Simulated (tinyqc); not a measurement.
Strained alloy layer of InP and GaP on (001) GaAs, model-solid band line-up: one step of the calculation.

The layer is x parts of the first compound and 1 - x of the second, grown coherently on the third as substrate and barrier. Rows of the table: lattice constant a, average valence level Ea on an absolute scale, spin-orbit splitting so, gaps at Gamma, X and L, hydrostatic deformation potentials av and ac (Gamma), shear potential b, elastic constants, electron and heavy-hole (along z) masses. All are interpolated linearly in x; gaps get -C x (1 - x), taken wholly in the conduction band; real line-ups can differ from this model by 0.1 eV or more.

Question. Relaxed alloy and strain. In-plane strain e = (a_substrate - a)/a, e_z = -2 (c12/c11) e, volume change 2 e + e_z.

Parameters, values chosen for the exercise: fraction of the first compound in the layer x = 0.54; bowing of the Gamma gap CG = 0.65 eV; bowing of the X gap CX = 0.2 eV; bowing of the L gap CL = 1.03 eV.

Binary compounds, values chosen for the exercise:
```
              close to InP  close to GaP  close to GaAs
a (angstrom)         5.869         5.451          5.653
Ea (eV)              -7.04          -7.4          -6.92
so (eV)               0.11        0.0804          0.336
EG (eV)               1.34           2.8           1.44
EX (eV)               2.21          2.23           1.92
EL (eV)               1.94          2.62            1.7
av (eV)               1.28          1.72           1.17
ac (eV)                 -5         -7.21          -7.23
b (eV)                -1.7         -1.78          -1.68
c11 (GPa)              101           142            120
c12 (GPa)             55.7          62.2           53.7
me (m0)             0.0792         0.128         0.0679
mh (m0)              0.533         0.328          0.354
```

Give: a; Gamma gap; X gap; L gap; e; e_z; volume change.

Answer.

a = 5.677 angstrom
Gamma gap = 1.850 eV
X gap = 2.170 eV
L gap = 1.997 eV
e = -0.4178 %
e_z = 0.4092 %
volume change = -0.4265 %

The relaxed alloy has its lowest gap at Gamma (direct). The layer is under compressive in-plane strain.

Numbers from tinyqc (`OMP_NUM_THREADS=1 python tinyqc.py 2690009 2690010 out.jsonl`; about 0.01 s on one thread of a shared Intel Xeon 2.30GHz).
